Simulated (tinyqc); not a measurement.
# Worked calculation: bias-temperature instability, empirical power law with universal recovery

Program tinyqc, `OMP_NUM_THREADS=1 python tinyqc.py 2070115 2070116 out.jsonl`; Intel Xeon 2.30GHz, shared host, one thread, about 0.01 s. Printed values are rounded.

Threshold-voltage shift at the end of a stress: dV = A (V/V0)^g exp[-(Ea q/kB)(1/T - 1/T0)] (t/1 s)^n. After a delay tr the permanent share pp stays and the rest falls by r = 1/(1 + B (tr/t)^be). An empirical model: its parameters are fits, not properties.

Parameters, values chosen for the exercise:
- V0 = 1.8 V (reference stress voltage)
- T0 = 398 K (reference temperature)
- A = 6.9 mV (shift after 1 s at V0 and T0)
- n = 0.24 (time exponent)
- g = 5.1 (voltage exponent)
- Ea = 0.06 eV (apparent activation energy of the shift)
- pp = 0.32 (permanent share)
- B = 5.7 (recovery scale)
- be = 0.17 (recovery dispersion)
- V = 0.74 V (use voltage)
- T = 328 K (use temperature)
- dc = 50 mV (failure criterion)
- tr = 0.001 s (delay before the measurement)

Constants: q = 1.602176634e-19 C, kB = 1.380649e-23 J/K. Results are converted to the units shown.

## Shift and lifetime at use conditions

The lifetime solves dV = dc; ten years are 3.15576e8 s.

voltage factor = 0.0107446
temperature factor = 0.688422
shift after ten years = 5.59347 mV
lifetime = 9.198e4 years
largest voltage for ten years = 1.13700 V

The device passes: the shift at ten years is below dc. A lifetime beyond 100 years is a far extrapolation of the power law. In time the voltage exponent is g/n = 21.2 and the activation energy Ea/n = 0.250 eV.

## What a delayed measurement sees

t, point 0 to 2 (s): [1, 10, 100]

At V0 and T0, measured shift = dV [pp + (1 - pp) r]; the apparent exponent is the slope of ln(shift) against ln t between the first and last point.

```
point,dV (mV),share left,measured (mV)
0,6.9,0.566246,3.90710
1,11.9908,0.630375,7.55872
2,20.8377,0.696701,14.5176
```

apparent n = 0.285021

The delay hides 30.3 % of the last shift and raises the exponent from 0.24 to 0.285, since short stresses recover by a larger share.
